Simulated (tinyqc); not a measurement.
Ways to reach the isolated limit: finite-size error of a charged defect in a periodic cell: Madelung and Makov-Payne terms. Computed by tinyqc, a small Python program. Command: `OMP_NUM_THREADS=1 python tinyqc.py 3023839 3023840 out.jsonl imagecharge walk`. One thread of a shared host (Intel(R) Xeon(R) Processor @ 2.30GHz), about 0.03 s of CPU time with the checks.

L is the cube root of the cell volume. The defect charge is a Gaussian, rho(r) = q (2 pi sigma^2)^(-3/2) exp(-r^2/2 sigma^2), repeated periodically in a uniform neutralising background and screened by a continuum. The model cell energy is E(L) = E_0 + [periodic - isolated electrostatic energy].

Inputs (values chosen for the exercise, with screening close to that of AlN):
```
quantity,value,unit
charge q,3,e
cell length L,15.7,angstrom
dielectric constant eps,8.57,-
width sigma of the defect charge,1.5,angstrom
formation energy of the isolated defect E_0,3.29,eV
```

Supercell lattice: bcc. Screening: isotropic.

scatter added to the six cells, standing for numerical noise (meV): [-0.0074, 0.34, 1.1, -0.52, -0.61, 1.3]

Constants: e^2/(4 pi eps_0) = 14.39964548 eV angstrom.

Method:
- Cell vectors: (-1,1,1), (1,-1,1), (1,1,-1), scaled to volume L^3.
- Ewald sum for a unit point charge: scale each Cartesian component of the cell by 1/sqrt(eps_i), giving R', G' and V'; E = [ (1/2) sum erfc(eta R')/R' + (2 pi/V') sum exp(-G'^2/4 eta^2)/G'^2 - eta/sqrt(pi) - pi/(2 V' eta^2) ] e^2/(4 pi eps_0) / sqrt(eps_x eps_y eps_z), over n_i = -6..6, omitting n = (0,0,0), eta = 2/V'^(1/3). alpha = -2 E eps_g L/(e^2/(4 pi eps_0)), eps_g = (eps_x eps_y eps_z)^(1/3).
- Periodic energy of the Gaussian: (2 pi q^2/V) sum_(G != 0) exp(-sigma^2 G^2)/(G.eps.G) x e^2/(4 pi eps_0), n_i = -k..k with k = max(9, L/sigma rounded up). Isolated energy: q^2/(2 sqrt(pi) sigma) <1/(n.eps.n)> e^2/(4 pi eps_0), the mean over directions n, here 1/eps.
- Cells of the same shape with L scaled by 0.7, 0.85, 1, 1.25, 1.5 and 2; the scatter is added to E(L).
- The point-charge correction scales as 1/L from its value at the input L.
- Least-squares fits of E(L) to a + b/L, a + c/L^3 or a + b/L + c/L^3; the estimate is a, and errors are against E_0.

Scaling data:
```
L (angstrom),1/L (1/angstrom),E(L) (eV),E(L) + point-charge correction (eV)
10.990,0.0909918,1.46380,3.45105
13.345,0.0749344,1.74374,3.38029
15.700,0.0636943,1.95527,3.34634
19.625,0.0509554,2.20490,3.31776
23.550,0.0424628,2.37838,3.30576
31.400,0.0318471,2.60267,3.29821
```

point-charge correction -q^2 E = 1.39107 eV

nearest image = 17.1306 angstrom

Estimates of E_0:
```
way,estimate (eV),error (meV)
"largest cell, uncorrected",2.6027,-687.33
"largest cell, point-charge term",3.2982,8.21
"1/L fit, three smallest",3.0960,-194.02
"1/L fit, all six",3.1981,-91.92
"1/L^3 fit, all six",2.4703,-819.71
"1/L and 1/L^3, three smallest",3.3003,10.26
"1/L and 1/L^3, all six",3.2911,1.09
"corrected data, 1/L^3 fit",3.2903,0.34
```

coefficient b of the full fit = -21.860 eV angstrom

Best here: corrected data, 1/L^3 fit (+0.3 meV); worst: 1/L^3 fit, all six (-820 meV). The fitted b is 100.1 % of the Madelung value -q^2 alpha e^2/(8 pi eps_0 eps_g), so such a fit also measures the screening. The three-term fit to three small cells has no spare point and magnifies the scatter. A pure 1/L fit lands below E_0, because the positive 1/L^3 term flattens the small-cell points.

Extremes, crossings and ranges named in words are read from the listed rows.
